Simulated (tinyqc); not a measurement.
Inputs raised by 2 %, one at a time: vacuum evaporation: vapour pressure, source flux, thickness distribution, purity and step coverage. Computed by tinyqc, a small Python program. Command: `OMP_NUM_THREADS=1 python tinyqc.py 3111420 3111421 out.jsonl evap sens`. One thread of a shared host (Intel(R) Xeon(R) Processor @ 2.30GHz), about 0.02 s of CPU time with the checks.

Molecular flow, unit sticking of the metal, no re-evaporation. The background gas is taken as water vapour (18.015 g/mol, collision diameter 0.37 nm) at 300 K.

Inputs (values chosen for the exercise, modelled on titanium, with constants for the liquid):
```
quantity                         value    unit
molar mass M                     47.87   g/mol
film density rho                  4.51  g/cm^3
vapour-pressure constant A       11.39       -
vapour-pressure constant B       22670       K
source temperature T              2230       K
source area                        2.1    cm^2
directionality n                     3       -
source-to-wafer distance h          49      cm
wafer radius R                     7.5      cm
source offset from the axis s/h    0.4       -
background pressure p            2e-07      Pa
sticking of background gas           1       -
```

Constants: u = 1.6605390666e-27 kg; k_B = 1.380649e-23 J/K; R = 8.314462618 J/(mol K).

Method:
- log10(p_v/Pa) = A - B/T; flux from the surface Phi = p_v/sqrt(2 pi m k_B T), m = M u.
- Mass loss = Phi x area x m; heat of evaporation = ln(10) R B; d ln Phi/dT = ln(10) B/T^2 - 1/(2 T).
- A small source emits (n + 1) Phi area cos^n(phi)/(2 pi) per solid angle; on a parallel plane at height h and lateral distance l the arrival rate is (n + 1) Phi area/(2 pi h^2) x (1 + (l/h)^2)^(-(n + 3)/2). Growth rate = arrival rate x m/rho, m = M u. The wafer is fixed and centred above the source.
- Rotating wafer, source offset by s and facing upwards: thickness at radius r is the mean over the angle a of (1 + (r^2 + s^2 - 2 r s cos a)/h^2)^(-(n + 3)/2), by 360 equal steps; non-uniformity (max - min)/(max + min) over 21 radii from 0 to R.
- Mean free path lambda = k_B T_g/(sqrt2 pi d^2 p); unscattered share exp(-h/lambda); gas arrival p/sqrt(2 pi m_g k_B T_g); impurity ratio = sticking x gas arrival/metal arrival; monolayer time = 1e15 cm^-2/(sticking x gas arrival).

Runs:
```
input moved                       from        to  growth rate at the centre (nm/s)  impurity ratio  non-uniformity, rotating (%)  mass loss (g/h)
base run                             -         -                            1.3258      9.5290e-05                        1.3868            8.118
source temperature T (K)          2230    2274.6                            2.0774      6.0816e-05                        1.3868           12.721
source area (cm^2)                 2.1     2.142                            1.3523      9.3422e-05                        1.3868            8.281
source-to-wafer distance h (cm)     49     49.98                            1.2743      9.9140e-05                        1.3319            8.118
wafer radius R (cm)                7.5      7.65                            1.3258      9.5290e-05                        1.4440            8.118
background pressure p (Pa)       2e-07  2.04e-07                            1.3258      9.7196e-05                        1.3868            8.118
vapour-pressure constant B (K)   22670   23123.4                            0.8302      1.5218e-04                        1.3868            5.083
source offset from the axis s/h    0.4     0.408                            1.3258      9.5290e-05                        1.3232            8.118
```

Exponents ln(y'/y) / ln(x'/x):
```
input                            growth rate at the centre  impurity ratio  non-uniformity, rotating  mass loss
source temperature T                                22.678         -22.678                     0.000     22.678
source area                                          1.000          -1.000                     0.000      1.000
source-to-wafer distance h                          -2.000           2.000                    -2.039      0.000
wafer radius R                                       0.000           0.000                     2.040      0.000
background pressure p                                0.000           1.000                     0.000      0.000
vapour-pressure constant B                         -23.641          23.641                     0.000    -23.641
source offset from the axis s/h                      0.000           0.000                    -2.371      0.000
```

Among the inputs moved here: growth rate at the centre answers most in size to vapour-pressure constant B (exponent -23.641), next to source temperature T (+22.678); its exponent is below 0.0005 for wafer radius R, background pressure p, source offset from the axis s/h. Its exponent -2.000 in source-to-wafer distance h: a point source. Impurity ratio answers most in size to vapour-pressure constant B (exponent +23.641), next to source temperature T (-22.678); its exponent is below 0.0005 for wafer radius R, source offset from the axis s/h. Its exponent +2.000 in source-to-wafer distance h: the metal flux falls as 1/h^2. non-uniformity, rotating answers most in size to source offset from the axis s/h (exponent -2.371), next to wafer radius R (+2.040); its exponent is below 0.0005 for source temperature T, source area, background pressure p, vapour-pressure constant B. mass loss answers most in size to vapour-pressure constant B (exponent -23.641), next to source temperature T (+22.678); its exponent is below 0.0005 for source-to-wafer distance h, wafer radius R, background pressure p, source offset from the axis s/h.
